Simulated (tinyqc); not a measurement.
Three descriptions against temperature: one anharmonic mode: perturbation theory, self-consistent phonons and exact levels. Computed by tinyqc, a small Python program. Command: `OMP_NUM_THREADS=1 python tinyqc.py 3008118 3008119 out.jsonl scp walk`. One thread of a shared host (Intel(R) Xeon(R) Processor @ 2.30GHz), about 0.02 s of CPU time with the checks.

V(x) = k x^2/2 + b x^4 for one coordinate x of mass M. A constant K > 0 gives hbar Omega = sqrt((hbar^2/u) K/M) with K in eV/angstrom^2 and M in u.

Inputs (values chosen for the exercise, for a model mode): mode mass M = 45.8 u; harmonic constant k = -0.815 eV/angstrom^2; quartic constant b = 5.19 eV/angstrom^4.

Shape: double well.

Constants: hbar^2/u = 4.18015928e-03 eV angstrom^2; k_B = 8.617333262e-05 eV/K.

Method:
- Self-consistent phonon, centred at x = 0: K = k + 12 b <x^2>, <x^2> = (hbar Omega/(2K)) coth(hbar Omega/(2 k_B T)).
- Its free energy is F = k_B T ln[2 sinh(hbar Omega/(2 k_B T))] + (k - K)<x^2>/2 + 3 b <x^2>^2, an upper bound to the exact one.
- Basis: oscillator states n of the constant |k|, with x = s (a + a+), s^2 = hbar Omega/(2|k|); H = hbar Omega (n + 1/2) + (k - |k|) x^2/2 + b x^4, with exact matrix elements of x^2 and x^4.
- Exact values use 120 basis states: F = -k_B T ln sum exp(-E_n/(k_B T)), and <x^2> is the Boltzmann mean.
- The classical <x^2> is int x^2 exp(-V/(k_B T)) dx / int exp(-V/(k_B T)) dx (2001 points over six exact widths each way).

Results; columns: (1) T (K); (2) hbar Omega, self-consistent (meV); (3) <x^2>, self-consistent; (4) <x^2>, exact; (5) F, self-consistent (meV); (6) F, exact (meV); (7) <x^2>, classical:
```
(1)     (2)       (3)       (4)      (5)      (6)       (7)
5    3.0943  0.014770  0.026726  -1.8500  -3.2326  0.038705
12   3.3019  0.015004  0.028428  -1.8975  -3.4868  0.037806
25   3.9652  0.015852  0.029616  -2.3023  -4.2126  0.035747
45   4.8167  0.017168  0.030235  -3.5019  -5.6652  0.033547
80   5.8946  0.019199  0.031150  -6.6098  -9.0382  0.032607
140  7.1600  0.022105  0.033123  -13.726  -16.537  0.033704
240  8.5768  0.026027  0.036591  -28.603  -32.026  0.036816
400  10.103  0.031043  0.041658  -57.183  -61.549  0.041746
```

The self-consistent quantum hardens from 3.09 to 10.10 meV, since a wider spread samples the steep quartic walls, and it is real at all T although k is negative. Its <x^2> misses by -44.7 % at the lowest T and -25.5 % at the highest; the excess in F runs from 1.383 to 4.366 meV. One Gaussian centred at zero cannot describe a density with two peaks, so it is poorest at low T. The classical value is 1.45 of the exact one at the lowest T and 1.002 at the highest.

Extremes, crossings and ranges named in words are read from the listed rows.
